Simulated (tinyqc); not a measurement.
Inside a calculation: ellipsoidal valleys in the axes of a wafer and a channel. Values are carried at full precision from step to step, so a last printed digit may differ when a step is redone from the rounded ones.

Valleys with axes a along [111], [1-1-1], [-11-1] and [-1-11], one whole valley each; inverse mass tensor w = 1/mt + (1/ml - 1/mt) a a. Device axes: z = nz/|nz|, x = nx/|nx|, y = z cross x; in them a = (ax, ay, az). Confinement mass mz = 1/w_zz. In the plane w_ij is replaced by u_ij = w_ij - w_iz w_jz/w_zz (i, j = x, y); density-of-states mass md = 1/sqrt(det u); conductivity mass along x mc = 1/u_xx; ballistic transport mass mx = u_yy/det u, width mass my = 1/u_yy.

Constants: hbar^2/2m0 = 3.80998211 eV angstrom^2; kB = 8.617333262e-05 eV/K.

Parameters, chosen for this exercise (near those of the L valleys of GaAs; shifted at random, so the results belong to these values and not to a real crystal):
```
symbol  value       unit  meaning
ml      1.907       m0    longitudinal mass
mt      0.072       m0    transverse mass
nz      (1, 1, 3)         surface normal (confinement)
nx      (1, -1, 0)        channel direction
t       6           nm    thickness of the film
T       400         K     temperature
```

## Device axes and valley axes

Give the rows x, y, z in cubic components and each valley axis in device components.

device axes:
```
    [100]    [010]    [001]
x  0.7071  -0.7071   0.0000
y  0.6396   0.6396  -0.4264
z  0.3015   0.3015   0.9045
```

valley axes:
```
              ax       ay       az
[111]     0.0000   0.4924   0.8704
[1-1-1]   0.8165   0.2462  -0.5222
[-11-1]  -0.8165   0.2462  -0.5222
[-1-11]   0.0000  -0.9847   0.1741
```

## Tensors of the valley [1-1-1]

Form w and the reduced tensor u.

w (1/m0):
```
         x        y        z
x   4.9792  -2.6864   5.6986
y  -2.6864  13.0789   1.7182
z   5.6986   1.7182  10.2440
```

u (1/m0):
```
         x        y
x   1.8091  -3.6422
y  -3.6422  12.7907
```

The axis is tilted against the normal, so w_xz or w_yz is not zero and the reduction changes the masses in the plane.

## Masses of all valleys

Give mz, md, mc, mx and my.

Masses (m0):
```
valley       mz      md      mc      mx      my
[111]    0.2657  0.1929  0.0720  0.0720  0.5168
[1-1-1]  0.0976  0.3182  0.5528  1.2953  0.0782
[-11-1]  0.0976  0.3182  0.5528  1.2953  0.0782
[-1-11]  0.0742  0.3651  0.0720  0.0720  1.8514
```

mz md^2 = ml mt^2 = 0.00989 for every valley, so a heavy confinement mass comes with a small density of states. The heaviest mz is 0.266, for [111].

## Subbands and shares in a film

Hard walls: E_n = c (n pi/t)^2/mz, c = hbar^2/2m0, n = 1, 2, 3. Non-degenerate share of a valley proportional to md sum_n exp(-E_n/kT); mean 1/mc = sum of share/mc. 1 nm = 10 angstrom.

Give the ladders, the shares and the mean conductivity mass.

Subbands:
```
valley   E1 (meV)  E2 (meV)  E3 (meV)  share
[111]        39.3     157.3     353.9  0.647
[1-1-1]     107.0     428.0     963.0  0.145
[-11-1]     107.0     428.0     963.0  0.145
[-1-11]     140.8     563.4    1267.6  0.062
```

mean mc = 0.0963 m0

The lowest ladder ([111]) holds 65 % of the electrons in these valleys, the next starts 68 meV higher.

## Checks

- mz md^2 against ml mt^2: they agree to 1e-10 or better.
- mx my against md^2: they agree to 1e-10 or better.

Computed by tinyqc, a small Python program: `OMP_NUM_THREADS=1 python tinyqc.py 1881136 1881137 out.jsonl` (the numbers bound the seed that draws the inputs); one thread of a shared host (Intel(R) Xeon(R) Processor @ 2.30GHz), about 0.01 s for the whole set of steps.
